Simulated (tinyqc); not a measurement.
Raising the compensation: heavy doping: band filling, gap narrowing, band tails and the effective intrinsic density. Computed by tinyqc, a small Python program. Command: `OMP_NUM_THREADS=1 python tinyqc.py 3023845 3023846 out.jsonl gapnarrow sweep`. One thread of a shared host (Intel(R) Xeon(R) Processor @ 2.30GHz), about 0.05 s of CPU time with the checks.

An n-type crystal above its Mott density, with all dopants ionised: n = N_D - N_A, ionised centres N_I = N_D + N_A. Valleys are taken as spherical with mass m_e.

Inputs (values chosen for the exercise, for a model semiconductor):
```
quantity,value,unit
gap E_g,1.01,eV
electron mass m_e,0.383,m_0
valleys M_c,6,-
dielectric constant eps,12.2,-
donor density N_D,1.1e+20,cm^-3
temperature T,77,K
```

Conduction band: parabolic.

Constants: a_0 = 0.529177210903 angstrom; Ry = 13.605693123 eV; k_B = 8.617333262e-05 eV/K; hbar^2/(2 m_0) = 3.80998212 eV angstrom^2; e = 1.602176634e-19 C; eps_0 = 8.8541878128e-12 F/m; e^2/(4 pi eps_0) = 14.39964548 eV angstrom.

Method:
- n = N_D (1 - ratio); Ry* = Ry m_e/eps^2, a* = a_0 eps/m_e; r_s = (3/(4 pi n))^(1/3)/a*; k_F = (3 pi^2 n/M_c)^(1/3); Mott density (0.26/a*)^3.
- n = M_c (1/(2 pi^2)) (m_e/(hbar^2/2m_0))^(3/2) int sqrt(E) f dE, f = 1/(1 + exp((E - E_F)/k_B T)); trapezoid rule in t = sqrt(E/k_B T), step 0.02 up to 12; E_F by bisection from the band edge.
- At T = 0, E_F = (hbar^2/2m_0) k_F^2/m_e; dn/dE_F uses f (1 - f)/k_B T in place of f.
- Screening: q^2 = (e/(eps eps_0)) dn/dE_F. Exchange lowers the conduction band by (1/pi) k_F e^2/(4 pi eps_0 eps) (T = 0 Hartree-Fock at k_F, taken as a rigid shift). Screening raises the valence band by (q/2) e^2/(4 pi eps_0 eps) (static Coulomb hole). The narrowing is the sum; electron correlation and carrier-ion shifts are left out. Root-mean-square potential of randomly placed ions: V_rms = (e^2/(4 pi eps_0 eps)) sqrt(2 pi N_I/q).

One run for each value:
```
compensation ratio N_A/N_D,E_F above the band edge (meV),V_rms (meV),screening length 1/q (angstrom),gap narrowing (meV)
0.00,65.64,70.9,5.223,143.6
0.10,61.11,75.1,5.320,140.5
0.20,56.40,79.2,5.430,137.1
0.35,48.92,85.6,5.633,131.3
0.50,40.79,92.4,5.907,124.2
0.65,31.69,100.2,6.322,114.9
0.80,20.80,111.1,7.120,100.8
0.90,11.12,124.9,8.527,83.4
```

Describe and explain the trends.

Over the rows, E_F above the band edge (meV) falls from 65.6 to 11.1; V_rms (meV) rises from 70.9 to 125; screening length 1/q (angstrom) rises from 5.22 to 8.53. Compensation removes screening electrons and adds ions, so V_rms/E_F goes from 1.08 to 11.24.

Caution (all rows): V_rms exceeds both E_F and k_B T, so band tails reshape the edge. Caution (all rows): the screening length is well below a*, where static Thomas-Fermi screening overstates the Coulomb hole. Caution (rows 0.800, 0.900): r_s is above 1.2, where these high-density terms are rough. Caution (rows 0.900): E_F is less than 2 k_B T above the edge: the T = 0 exchange term overstates the shift, and an absorption edge at k_F has no meaning.
